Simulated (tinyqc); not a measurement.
Wafer bonding and layer transfer: bond energy, gap closing, particles, bonding of dissimilar wafers and hydrogen blisters. Changing the particle radius h. Computed by tinyqc, a small Python program. Command: `OMP_NUM_THREADS=1 python tinyqc.py 3013444 3013445 out.jsonl bond sweep`. One thread of a shared host (Intel(R) Xeon(R) Processor @ 2.30GHz), about 0.01 s of CPU time with the checks.

gamma is the energy per area of each of the two surfaces; plates are isotropic.

Inputs (values chosen for the exercise, with wafer 1 close to silicon): Young's modulus E1 = 162 GPa; Young's modulus E2 = 87.4 GPa; Poisson ratio nu = 0.22; thickness t1 = 775 micrometre; thickness t2 = 200 micrometre; blade thickness t_b = 80 micrometre; crack length L = 8.84 mm.

Pair: two different wafers.

Method. Two cantilevers opened by t_b: gamma = 3 t_b^2 E1 t1^3 E2 t2^3/(16 L^4 (E1 t1^3 + E2 t2^3)). E' = E1/(1 - nu^2), equal wafers assumed. Void radius in the plate regime: R_v = [(2/3) E' t1^3/gamma]^(1/4) h^(1/2). Below h_crit = 5 sqrt(t1 gamma/E') the wafers deform locally and R_v is of the order of h (taken as h).

One run for each value:
```
particle radius h (micrometre)  void radius (micrometre)  critical particle radius (micrometre)
0.01                                          1.0000e-02                                0.12447
0.024                                         2.4000e-02                                0.12447
0.056                                         5.6000e-02                                0.12447
0.13                                          1.6003e+03                                0.12447
0.32                                          2.5107e+03                                0.12447
0.75                                          3.8438e+03                                0.12447
1.8                                           5.9547e+03                                0.12447
4.2                                           9.0960e+03                                0.12447
10                                            1.4035e+04                                0.12447
```

At the high end the exponent of void radius is 0.50, close to 0.50: plate bending. The void radius jumps by orders of magnitude at the critical particle size, where bending of the whole wafer takes over.

Caution (all rows): the crack is short against the thickness, so root rotation and shear add to the beam formula.
